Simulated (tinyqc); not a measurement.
Inside a calculation. Method: Pariser-Parr-Pople SCF with singles CI, for the molecule C=CC=C(F)C=C (SMILES; centres numbered as the heavy atoms are written). One step of it, computed by the program tinyqc.

Problem. Iteration 1: Fock matrix. F_rr = H_rr + P_rr gamma_rr / 2 + sum_(s != r) P_ss gamma_rs; F_rs = H_rs - P_rs gamma_rs / 2; E = tr P (H + F) / 2 + core repulsion sum_(r<s) z_r z_s gamma_rs.

P at the start, lower triangle:
```
           1C         2C         3C        4C         5F        6C        7C
1C   1.303466
2C   0.792013   1.000000
3C  -0.303466   0.577168   1.303466
4C  -0.214845   0.000000   0.563252  1.000000
5F   0.345373  -0.188776  -0.345373  0.683684   1.393068
6C   0.000000  -0.062891   0.000000  0.411298   0.000000  1.000000
7C   0.151954   0.000000  -0.214845  0.000000  -0.322292  0.909329  1.000000
```

core matrix H (eV), lower triangle:
```
            1C          2C          3C          4C          5F          6C          7C
1C  -39.507128
2C   -2.390000  -47.852283
3C    0.000000   -2.390000  -51.567333
4C    0.000000    0.000000   -2.390000  -57.798142
5F    0.000000    0.000000    0.000000   -2.100000  -72.006579
6C    0.000000    0.000000    0.000000   -2.390000    0.000000  -49.201218
7C    0.000000    0.000000    0.000000    0.000000    0.000000   -2.390000  -42.604171
```

repulsion gamma_rs (eV), lower triangle:
```
           1C         2C         3C         4C         5F         6C         7C
1C  11.130000
2C   7.553200  11.130000
3C   5.238974   7.554960  11.130000
4C   3.669562   5.239133   7.551992  11.130000
5F   3.354306   4.902865   5.576398   8.691681  21.400000
6C   2.868709   3.670500   5.239133   7.554960   5.577962  11.130000
7C   2.308072   2.868761   3.669478   5.239133   4.903367   7.551992  11.130000
```

Centres (angstrom, eV; a flat drawing with bonds scaled to 1.40 angstrom):
```
centre          x          y  core charge z          W   gamma_rr
1C      -3.161000  -0.301000              1  11.160000  11.130000
2C      -1.887000   0.280000              1  11.160000  11.130000
3C      -0.747000  -0.532000              1  11.160000  11.130000
4C       0.527000   0.050000              1  11.160000  11.130000
5F       0.660000   1.444000              2  39.000000  21.400000
6C       1.667000  -0.762000              1  11.160000  11.130000
7C       2.941000  -0.180000              1  11.160000  11.130000
```

Give: F; pi energy.

Solution.

F (eV), lower triangle:
```
         1C       2C       3C       4C        5F       6C       7C
1C  -4.3522
2C  -5.3811  -3.9859
3C   0.7949  -4.5702  -5.7009
4C   0.3942   0.0000  -4.5168  -7.4649
5F  -0.5792   0.4628   0.9630  -5.0712  -21.3840
6C   0.0000   0.1154   0.0000  -3.9437    0.0000  -6.5200
7C  -0.1754   0.0000   0.3942   0.0000    0.7902  -5.8236  -6.7570
```

pi energy = -128.6162 eV
